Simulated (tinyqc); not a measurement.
Charge neutrality of a doped semiconductor with incomplete ionisation: one step, computed by the program tinyqc. Command: `OMP_NUM_THREADS=1 python tinyqc.py 3030177 3030178 out.jsonl dopant walk`. One thread of a shared host (Intel(R) Xeon(R) Processor @ 2.30GHz), about 0.07 s of CPU time with the checks.

Energies are counted from the top of the valence band; E_D is measured down from the conduction band and E_A up from the valence band.

Problem. The closed form for the extrinsic range. With Boltzmann statistics, no holes and every acceptor ionised, n (n + N_A) = n1 (N_D - N_A - n) with n1 = (N_c/g_D) exp(-E_D/k_B T). Take the positive root.

Inputs (values chosen for the exercise, for a model semiconductor):
```
quantity                value   unit
donor density N_D     5.7e+18  cm^-3
acceptor density N_A  2.7e+18  cm^-3
donor depth E_D        0.0597     eV
donor degeneracy g_D        2      -
temperature T             350      K
```

Doping: n-type, compensated. Statistics of the bands: Fermi-Dirac.

N_c = 5.196059e+18 cm^-3

k_B T = 0.03016067 eV

Give: n1; n from the quadratic.

Solution.

n1 = 3.589e+17 cm^-3

n from the quadratic = 3.188e+17 cm^-3
